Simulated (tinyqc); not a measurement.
# Worked calculation: random telegraph noise from one oxide trap in a small MOSFET

Computed by the program tinyqc: `OMP_NUM_THREADS=1 python tinyqc.py 2710069 2710070 out.jsonl`, one thread of a shared Intel Xeon 2.30GHz, about 0.01 s for the whole run. Printed values are rounded.

An acceptor-like trap exchanges electrons with the channel. Inversion charge Q = Cox u, u = n Vt W0(exp((Vg - VT)/(n Vt))), W0 the Lambert function, n = nf, Cox = eps0 eox/tox; linear regime Id = (W/L) mu Q Vd. Relative to threshold the surface potential rises by Vt ln(u/u0) and the oxide voltage by the rest of Vg - VT, with u0 = n Vt W0(1).

Inputs (values chosen for the exercise); values of the order met in silicon transistors: temperature T = 350 K; relative permittivity of the gate insulator (close to silicon dioxide) eox = 3.9; insulator thickness tox = 1.5 nm; depth of the trap from the channel interface xt = 0.57 nm; trap level above the channel Fermi level at threshold E0 = 0.01 eV; capture prefactor s0 = 5e-15 cm^2; capture barrier (lattice relaxation) EB = 0.27 eV; tunnelling decay length lt = 0.2 nm; thermal velocity vth = 1.7e7 cm/s; thickness of the inversion layer zi = 1.6 nm; threshold voltage VT = 0.44 V; body factor nf = 1.19; gate width W = 24 nm; gate length L = 70 nm; mobility mu = 360 cm^2/(V s); scattering coefficient of the charged trap asc = 0 V s; drain voltage Vd = 0.02 V; gate voltage Vg = 0.52 V.

Constants: q = 1.602176634e-19 C, kB = 1.380649e-23 J/K, Vt = kB T/q, eps0 = 8.8541878128e-14 F/cm where lengths are in cm. Results are converted to the units shown.

Range of the model: VT is taken as given; short-channel effects and the uneven flow of current among few electrons are left out.

## Trap level, time constants and occupancy

N = Cox u/q; dpsi = Vt ln(u/u0); E = E0 - dpsi - (xt/tox)(Vg - VT - dpsi); capture time tc = 1/[(N/zi) vth s0 exp(-xt/lt - EB/Vt)]; emission time te = tc exp(-E/Vt); occupancy te/(tc + te).

u = 0.06097731 V
N = 8.761530e11 cm^-2
dpsi = 0.03309087 V
E = -0.04091634 eV
tc = 2.868727e-7 s
te = 1.113932e-6 s
occupancy = 0.7952086

The trap lies 1.4 Vt below the Fermi level, so it is filled most of the time.

## Step height

A = W L; threshold step dV = q (1 - xt/tox)/(Cox A); gm/Id = 1/(u + n Vt); relative step dI/I = (gm/Id) dV + asc mu/A. Id as defined.

electrons in the channel N A = 14.71937
dV = 2.568448 mV
gm/Id = 10.32327 1/V
number part of dI/I = 2.651479 %
dI/I = 2.651479 %
Id = 0.3465262 uA
dI = 9.188068 nA

## Lorentzian spectrum

Spectrum S(f) = 4 dI^2/{(tc + te)[(1/tc + 1/te)^2 + (2 pi f)^2]}; corner fc = (1/tc + 1/te)/(2 pi); variance dI^2 tc te/(tc + te)^2. Give S at f = 0, at fc and at 10 fc.

fc = 6.976696e5 Hz
S(0) = 1.254502e-23 A^2/Hz
S(fc) = 6.272511e-24 A^2/Hz
S(10 fc) = 1.242081e-25 A^2/Hz
rms current = 3.707836 nA

The rms value is 0.404 of the step; it reaches its largest share, 1/2, when tc = te.
